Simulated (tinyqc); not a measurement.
Implant damage, amorphisation by cascade overlap, and solid-phase epitaxial regrowth: one step, computed by the program tinyqc. Command: `OMP_NUM_THREADS=1 python tinyqc.py 3112521 3112522 out.jsonl sper walk`. One thread of a shared host (Intel(R) Xeon(R) Processor @ 2.30GHz), about 0.01 s of CPU time with the checks.

Range and width of the damage are inputs. Dynamic annealing enters only through the surviving share f.

Task: Isothermal regrowth. v = v0 x orientation factor x exp(-E_a/(k_B T)) x [1 + (enhancement - 1) exp(-(z - R_d)^2/(2 s_d^2))], T = anneal temperature + 273.15 K; the dopant is taken to follow the damage profile; the lower front moves from the lower edge z2 to the surface, or to the middle (z1 + z2)/2 of a buried layer with upper edge z1; time = int dz/v; the equivalent undoped distance is that time times the undoped velocity.

Inputs (values chosen for the exercise, modelled on fluorine ions in silicon): depth of the damage peak R_d = 20 nm; width of the damage profile s_d = 13 nm; regrowth prefactor v0 = 4.1e+15 nm/s; regrowth energy E_a = 2.69 eV; anneal temperature = 637 C; rate relative to (100) = 1; peak enhancement by the dopant = 3.7.

lower edge = 52.49455 nm

upper edge = 0 nm

Constants: k_B = 8.617333262e-05 eV/K.

Give: undoped velocity; distance to regrow; time without enhancement; equivalent undoped distance; time with enhancement.

Result:

undoped velocity = 5.217 nm/s

distance to regrow = 52.49 nm

time without enhancement = 10.06 s

equivalent undoped distance = 23.49 nm

time with enhancement = 4.502 s

The rate doubles for each 18 K or so near this temperature.
